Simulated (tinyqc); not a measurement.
Inside a calculation. Method: RKS/BLYP in the 6-31g basis, for H2, spin multiplicity 1. Computed by tinyqc, a small Python program that keeps every step (integrals from PySCF). Settings: charge = 0, multiplicity = 1, basis = 6-31g, energy threshold = 1e-08, iteration cap = 71, orthogonalisation = symmetric, start = atomic densities, DIIS depth = 3, method = RKS, functional = blyp, grid = [30, 50]. Command: `OMP_NUM_THREADS=1 python tinyqc.py 25906 25907 out.jsonl` (the two numbers bound the seeds that draw the settings). One thread of a shared host (Intel(R) Xeon(R) Processor @ 2.60GHz), about 0.3 s of CPU time with the checks. Later iterations appear only in the table of the cycle.

## One-electron integrals

Geometry (angstrom):
```
atom         x         y         z
H     0.000000  0.000000  0.000000
H     0.000000  0.000000  0.750000
```

Basis 6-31g: exponents (1/bohr^2) and contraction coefficients of normalised primitives:
```
element  l (shell)   exponent  coefficient
H            s (1)  18.731137     0.033495
H            s (1)   2.825394     0.234727
H            s (1)   0.640122     0.813757
H            s (2)   0.161278     1.000000
```

Overlap, kinetic and nuclear-attraction integrals over the contracted functions; the nuclear repulsion is the sum of Za Zb / Rab.

nuclear repulsion = 0.70556961 hartree

overlap S:
```
          1H 1s     1H 2s     2H 1s     2H 2s
1H 1s  1.000000  0.658292  0.446368  0.505515
1H 2s  0.658292  1.000000  0.505515  0.850457
2H 1s  0.446368  0.505515  1.000000  0.658292
2H 2s  0.505515  0.850457  0.658292  1.000000
```

kinetic energy T (hartree):
```
          1H 1s     1H 2s     2H 1s     2H 2s
1H 1s  1.395678  0.259735  0.221992  0.164102
1H 2s  0.259735  0.241917  0.164102  0.183522
2H 1s  0.221992  0.164102  1.395678  0.259735
2H 2s  0.164102  0.183522  0.259735  0.241917
```

nuclear attraction V (hartree):
```
           1H 1s      1H 2s      2H 1s      2H 2s
1H 1s  -2.347862  -1.176757  -1.015604  -0.935609
1H 2s  -1.176757  -1.166520  -0.935609  -1.033931
2H 1s  -1.015604  -0.935609  -2.347862  -1.176757
2H 2s  -0.935609  -1.033931  -1.176757  -1.166520
```

core Hamiltonian H = T + V (hartree):
```
           1H 1s      1H 2s      2H 1s      2H 2s
1H 1s  -0.952184  -0.917022  -0.793612  -0.771507
1H 2s  -0.917022  -0.924603  -0.771507  -0.850409
2H 1s  -0.793612  -0.771507  -0.952184  -0.917022
2H 2s  -0.771507  -0.850409  -0.917022  -0.924603
```

## Two-electron integrals

Functions are numbered as in S; the eight-fold symmetry (ij|kl) = (ji|kl) = (kl|ij) leaves the list below.

Two-electron integrals (ij|kl) in chemists' order, unique and non-zero (hartree):
```
(11|11) 1.076566   (21|11) 0.578470   (21|21) 0.329423   (22|11) 0.587396
(22|21) 0.361304   (22|22) 0.453150   (31|11) 0.398738   (31|21) 0.226981
(31|22) 0.247685   (31|31) 0.192246   (32|11) 0.342253   (32|21) 0.207529
(32|22) 0.250272   (32|31) 0.182718   (32|32) 0.193302   (33|11) 0.655943
(33|21) 0.404627   (33|22) 0.495949   (33|31) 0.398738   (33|32) 0.437517
(33|33) 1.076566   (41|11) 0.437517   (41|21) 0.250031   (41|22) 0.275755
(41|31) 0.182718   (41|32) 0.170418   (41|33) 0.342253   (41|41) 0.193302
(42|11) 0.477715   (42|21) 0.295474   (42|22) 0.375229   (42|31) 0.219875
(42|32) 0.231933   (42|33) 0.477715   (42|41) 0.231933   (42|42) 0.327753
(43|11) 0.404627   (43|21) 0.249730   (43|22) 0.311216   (43|31) 0.226981
(43|32) 0.250031   (43|33) 0.578470   (43|41) 0.207529   (43|42) 0.295474
(43|43) 0.329423   (44|11) 0.495949   (44|21) 0.311216   (44|22) 0.408627
(44|31) 0.247685   (44|32) 0.275755   (44|33) 0.587396   (44|41) 0.250272
(44|42) 0.375229   (44|43) 0.361304   (44|44) 0.453150
```

## Orthogonalisation

S = U s U^T; symmetric (Loewdin) form X = U s^(-1/2) U^T, so that X^T S X = 1.

eigenvalues of S: 0.098283  0.467198  0.604891  2.829627

X:
```
           1H 1s      1H 2s      2H 1s      2H 2s
1H 1s   1.290722  -0.501031  -0.187693   0.073161
1H 2s  -0.501031   1.975795   0.073161  -1.021329
2H 1s  -0.187693   0.073161   1.290722  -0.501031
2H 2s   0.073161  -1.021329  -0.501031   1.975795
```

## Starting guess

The start is atomic minimal-basis densities projected into this basis (PySCF's MINAO start) and scaled to the electron count of each spin; this density is not idempotent, so its energy is not variational and may lie below the converged one.

D at the start:
```
           1H 1s     1H 2s      2H 1s     2H 2s
1H 1s   0.271725  0.296767  -0.006643  0.003226
1H 2s   0.296767  0.324521   0.003226  0.014980
2H 1s  -0.006643  0.003226   0.271725  0.296767
2H 2s   0.003226  0.014980   0.296767  0.324521
```

## Iteration 1: exchange-correlation on the grid

Becke grid with 30 radial and 50 angular points per atom, points of zero weight dropped. rho = sum D_ij phi_i phi_j; V_xc,ij = sum w v_xc phi_i phi_j plus the gradient terms; v_xc is d(rho eps)/d rho at fixed gradient.

The 16 grid points with the largest w rho, of 2998 (bohr, atomic units):
```
x                  y         z         w       rho  |grad rho|^2     eps_xc       v_xc
0.916242   -0.916242  0.000000  0.108511  0.030271      0.003821  -0.291939  -0.324228
-0.916242   0.916242  0.000000  0.108511  0.030271      0.003821  -0.291939  -0.324228
0.916242    0.916242  0.000000  0.108511  0.030271      0.003821  -0.291939  -0.324228
-0.916242  -0.916242  0.000000  0.108511  0.030271      0.003821  -0.291939  -0.324228
-0.916242   0.916242  1.417295  0.108511  0.030271      0.003821  -0.291939  -0.324228
0.916242   -0.916242  1.417295  0.108511  0.030271      0.003821  -0.291939  -0.324228
-0.916242  -0.916242  1.417295  0.108511  0.030271      0.003821  -0.291939  -0.324228
0.916242    0.916242  1.417295  0.108511  0.030271      0.003821  -0.291939  -0.324228
-1.092866   1.092866  0.000000  0.172520  0.018222      0.001433  -0.255473  -0.277798
-1.092866  -1.092866  0.000000  0.172520  0.018222      0.001433  -0.255473  -0.277798
1.092866    1.092866  0.000000  0.172520  0.018222      0.001433  -0.255473  -0.277798
1.092866   -1.092866  0.000000  0.172520  0.018222      0.001433  -0.255473  -0.277798
-1.092866  -1.092866  1.417295  0.172520  0.018222      0.001433  -0.255473  -0.277798
-1.092866   1.092866  1.417295  0.172520  0.018222      0.001433  -0.255473  -0.277798
1.092866   -1.092866  1.417295  0.172520  0.018222      0.001433  -0.255473  -0.277798
1.092866    1.092866  1.417295  0.172520  0.018222      0.001433  -0.255473  -0.277798
```

electrons on the grid, sum of w rho = 1.999953

E_xc = sum of w rho eps_xc = -0.65205103 hartree

V_xc (hartree):
```
           1H 1s      1H 2s      2H 1s      2H 2s
1H 1s  -0.538418  -0.289045  -0.236301  -0.227853
1H 2s  -0.289045  -0.290609  -0.227853  -0.257439
2H 1s  -0.236301  -0.227853  -0.538418  -0.289045
2H 2s  -0.227853  -0.257439  -0.289045  -0.290609
```

## Iteration 1: building the Kohn-Sham matrix

J_ij = sum D_kl (ij|kl); F = H + J + V_xc; E = tr D H + tr D J / 2 + E_xc + E_nn.

Coulomb J (hartree):
```
          1H 1s     1H 2s     2H 1s     2H 2s
1H 1s  1.419881  0.837915  0.653284  0.661034
1H 2s  0.837915  0.984545  0.661034  0.863791
2H 1s  0.653284  0.661034  1.419881  0.837915
2H 2s  0.661034  0.863791  0.837915  0.984545
```

Kohn-Sham matrix F (hartree):
```
           1H 1s      1H 2s      2H 1s      2H 2s
1H 1s  -0.070721  -0.368153  -0.376629  -0.338326
1H 2s  -0.368153  -0.230668  -0.338326  -0.244057
2H 1s  -0.376629  -0.338326  -0.070721  -0.368153
2H 2s  -0.338326  -0.244057  -0.368153  -0.230668
```

total energy of this density = -0.96199062 hartree

This density is the starting one; it is not idempotent, so its energy is not variational and may lie below the converged one.

## Iteration 1: diagonalisation and new density

Diagonalise F' = X^T F X, C = X C', fill 1 alpha and 1 beta electrons from the bottom; D = 2 C_occ C_occ^T. Each column has its largest component positive (the first on a tie).

F' = X^T F X (hartree):
```
           1          2          3          4
1   0.379671  -0.446420  -0.344010  -0.021700
2  -0.446420   0.193221  -0.021700  -0.130562
3  -0.344010  -0.021700   0.379671  -0.446420
4  -0.021700  -0.130562  -0.446420   0.193221
```

orbital energies (hartree): MO1 -0.419154, MO2 0.054299, MO3 0.517474, MO4 0.993165

coefficients C:
```
            MO1        MO2        MO3        MO4
1H 1s  0.348577   0.217247   0.760504  -1.100231
1H 2s  0.253309   1.571948  -0.694891   1.478243
2H 1s  0.348577  -0.217247   0.760504   1.100231
2H 2s  0.253309  -1.571948  -0.694891  -1.478243
```

D after iteration 1:
```
          1H 1s     1H 2s     2H 1s     2H 2s
1H 1s  0.243012  0.176595  0.243012  0.176595
1H 2s  0.176595  0.128330  0.176595  0.128330
2H 1s  0.243012  0.176595  0.243012  0.176595
2H 2s  0.176595  0.128330  0.176595  0.128330
```

## Iteration 2: exchange-correlation on the grid

As before.

The 16 grid points with the largest w rho, of 2998 (bohr, atomic units):
```
x                  y         z         w       rho  |grad rho|^2     eps_xc       v_xc
0.000000    0.626401  0.790893  0.025493  0.138792      0.054362  -0.439062  -0.533691
0.000000   -0.626401  0.790893  0.025493  0.138792      0.054362  -0.439062  -0.533691
-0.626401   0.000000  0.790893  0.025493  0.138792      0.054362  -0.439062  -0.533691
0.626401    0.000000  0.790893  0.025493  0.138792      0.054362  -0.439062  -0.533691
-0.626401   0.000000  0.626401  0.025493  0.138792      0.054362  -0.439062  -0.533691
0.000000    0.626401  0.626401  0.025493  0.138792      0.054362  -0.439062  -0.533691
0.626401    0.000000  0.626401  0.025493  0.138792      0.054362  -0.439062  -0.533691
0.000000   -0.626401  0.626401  0.025493  0.138792      0.054362  -0.439062  -0.533691
-0.511455  -0.511455  0.905840  0.029411  0.118029      0.047457  -0.422214  -0.503987
0.511455   -0.511455  0.905840  0.029411  0.118029      0.047457  -0.422214  -0.503987
-0.511455   0.511455  0.905840  0.029411  0.118029      0.047457  -0.422214  -0.503987
0.511455    0.511455  0.905840  0.029411  0.118029      0.047457  -0.422214  -0.503987
0.511455    0.511455  0.511455  0.029411  0.118029      0.047457  -0.422214  -0.503987
-0.511455  -0.511455  0.511455  0.029411  0.118029      0.047457  -0.422214  -0.503987
0.511455   -0.511455  0.511455  0.029411  0.118029      0.047457  -0.422214  -0.503987
-0.511455   0.511455  0.511455  0.029411  0.118029      0.047457  -0.422214  -0.503987
```

electrons on the grid, sum of w rho = 1.999927

E_xc = sum of w rho eps_xc = -0.70670904 hartree

V_xc (hartree):
```
           1H 1s      1H 2s      2H 1s      2H 2s
1H 1s  -0.552139  -0.294388  -0.248954  -0.234367
1H 2s  -0.294388  -0.288870  -0.234367  -0.257444
2H 1s  -0.248954  -0.234367  -0.552139  -0.294388
2H 2s  -0.234367  -0.257444  -0.294388  -0.288870
```

## Iteration 2: building the Kohn-Sham matrix

As before.

Coulomb J (hartree):
```
          1H 1s     1H 2s     2H 1s     2H 2s
1H 1s  1.499081  0.877521  0.696640  0.695400
1H 2s  0.877521  1.013861  0.695400  0.892024
2H 1s  0.696640  0.695400  1.499081  0.877521
2H 2s  0.695400  0.892024  0.877521  1.013861
```

Kohn-Sham matrix F (hartree):
```
           1H 1s      1H 2s      2H 1s      2H 2s
1H 1s  -0.005241  -0.333889  -0.345927  -0.310474
1H 2s  -0.333889  -0.199613  -0.310474  -0.215829
2H 1s  -0.345927  -0.310474  -0.005241  -0.333889
2H 2s  -0.310474  -0.215829  -0.333889  -0.199613
```

total energy of this density = -1.16424877 hartree

## Iteration 2: DIIS over 2 matrices

error matrix X^T (FDS - SDF) X:
```
           1         2          3         4
1   0.000000  0.023965   0.000000  0.023965
2  -0.023965  0.000000  -0.023965  0.000000
3   0.000000  0.023965   0.000000  0.023965
4  -0.023965  0.000000  -0.023965  0.000000
```

B (overlaps of the stored error matrices):
```
                1               2
1   6.5809514e-02  -1.3819229e-02
2  -1.3819229e-02   4.5944782e-03
```

Minimise |sum c_i e_i|^2 with sum c_i = 1: solve [B -1; -1 0][c; lambda] = [0; -1] with B_ij = tr e_i^T e_j, and take F = sum c_i F_i.

DIIS coefficients: 0.187814  0.812186

extrapolated F (hartree):
```
           1H 1s      1H 2s      2H 1s      2H 2s
1H 1s  -0.017539  -0.340324  -0.351693  -0.315705
1H 2s  -0.340324  -0.205445  -0.315705  -0.221130
2H 1s  -0.351693  -0.315705  -0.017539  -0.340324
2H 2s  -0.315705  -0.221130  -0.340324  -0.205445
```

## Iteration 2: diagonalisation and new density

As before.

F' = X^T F X (hartree):
```
           1          2          3          4
1   0.434617  -0.445080  -0.342716  -0.017223
2  -0.445080   0.207708  -0.017223  -0.128089
3  -0.342716  -0.017223   0.434617  -0.445080
4  -0.017223  -0.128089  -0.445080   0.207708
```

orbital energies (hartree): MO1 -0.376584, MO2 0.075109, MO3 0.548103, MO4 1.038021

coefficients C:
```
            MO1        MO2        MO3        MO4
1H 1s  0.332488   0.197211   0.767674  -1.103998
1H 2s  0.267883   1.598559  -0.689404   1.449424
2H 1s  0.332488  -0.197211   0.767674   1.103998
2H 2s  0.267883  -1.598559  -0.689404  -1.449424
```

D after iteration 2:
```
          1H 1s     1H 2s     2H 1s     2H 2s
1H 1s  0.221097  0.178136  0.221097  0.178136
1H 2s  0.178136  0.143522  0.178136  0.143522
2H 1s  0.221097  0.178136  0.221097  0.178136
2H 2s  0.178136  0.143522  0.178136  0.143522
```

## Iteration 5 (converged): orbitals

converged F (hartree):
```
           1H 1s      1H 2s      2H 1s      2H 2s
1H 1s  -0.019351  -0.341467  -0.352878  -0.316678
1H 2s  -0.341467  -0.206529  -0.316678  -0.222116
2H 1s  -0.352878  -0.316678  -0.019351  -0.341467
2H 2s  -0.316678  -0.222116  -0.341467  -0.206529
```

As before.

F' = X^T F X (hartree):
```
           1          2          3          4
1   0.433046  -0.445311  -0.343172  -0.017347
2  -0.445311   0.207104  -0.017347  -0.128191
3  -0.343172  -0.017347   0.433046  -0.445311
4  -0.017347  -0.128191  -0.445311   0.207104
```

orbital energies (hartree): MO1 -0.378298, MO2 0.074346, MO3 0.547084, MO4 1.037168

coefficients C:
```
            MO1        MO2        MO3        MO4
1H 1s  0.333040   0.197580   0.767435  -1.103932
1H 2s  0.267387   1.598075  -0.689597   1.449959
2H 1s  0.333040  -0.197580   0.767435   1.103932
2H 2s  0.267387  -1.598075  -0.689597  -1.449959
```

D after iteration 5:
```
          1H 1s     1H 2s     2H 1s     2H 2s
1H 1s  0.221831  0.178101  0.221831  0.178101
1H 2s  0.178101  0.142992  0.178101  0.142992
2H 1s  0.221831  0.178101  0.221831  0.178101
2H 2s  0.178101  0.142992  0.178101  0.142992
```

## Convergence

Stop when the energy changes by less than 1e-08 hartree and every element of the error matrix X^T (F D S - S D F) X is below 3e-05.

Course of the cycle:
```
iteration  E (hartree)     change  largest element of the error matrix
1          -0.96199062          -                             1.27e-01
2          -1.16424877  -2.02e-01                             2.40e-02
3          -1.16522332  -9.75e-04                             8.49e-04
4          -1.16522454  -1.22e-06                             9.32e-07
5          -1.16522454  -1.08e-12                             4.82e-07
```

PySCF RKS in the same basis, fine grid = -1.16525300 hartree

Converged in 5 iterations. The coarse grid moves the energy by +2.85e-05 hartree.

## Populations, bond orders and dipole

Mulliken: Z minus the diagonal of D S on the atom; Loewdin: the same with S^(1/2) D S^(1/2); Mayer order: 2 sum_s sum (D(s) S)_ij (D(s) S)_ji over the two atoms.

Charges (e):
```
atom  Mulliken  Loewdin
1H           0        0
2H           0        0
```

Mayer bond orders:
```
pair     order
2-1   1.000000
```

dipole moment about the origin, x y z (debye): 0.000000  0.000000  0.000000
